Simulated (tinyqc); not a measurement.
Lossy on-chip transmission line with skin effect: one step of the calculation.

A uniform line in a homogeneous dielectric: c = sqrt(er)/(c0 Z0), l = Z0 sqrt(er)/c0 (c0 = 299792458 m/s), g = w c td, w = 2 pi f. The resistance joins its limits as r = sqrt(r_dc^2 + r_hf^2), with r_dc = rho/(wd th), r_hf = kr rho/(2 delta (wd + th)), delta = sqrt(rho/(pi f mu0)), mu0 = 4 pi 1e-7 H/m; this is an interpolation, and internal inductance, up to 0.05 nH/mm at low frequency, is neglected.

Task. Reflection, input impedance and transfer. ZL = 1/(1/RL + i w CL); reflection (ZL - Zc)/(ZL + Zc); Zin = Zc (ZL + Zc tanh(gamma len))/(Zc + ZL tanh(gamma len)); H = V_load/V_source = [Zin/(Zin + Rg)]/[cosh(gamma len) + (Zc/ZL) sinh(gamma len)].

Parameters, values chosen for the exercise: source resistance Rg = 50 ohm; load resistance RL = 1e5 ohm; load capacitance CL = 100 fF; frequency f = 1.9 GHz.

gamma len = 0.023739233+0.034352259i
Zc = 55.340032-38.242896i ohm

Find: ZL; reflection at the load; Zin; H; |H|.

Result.

ZL = 7.0-837.6i ohm
reflection at the load = 0.9042-0.1195i
Zin = 4.9-550.4i ohm
H = 0.9921-0.0940i
|H| = -0.02991 dB

Program tinyqc, `OMP_NUM_THREADS=1 python tinyqc.py 2810213 2810214 out.jsonl`; Intel Xeon 2.30GHz, shared host, one thread, about 0.05 s.
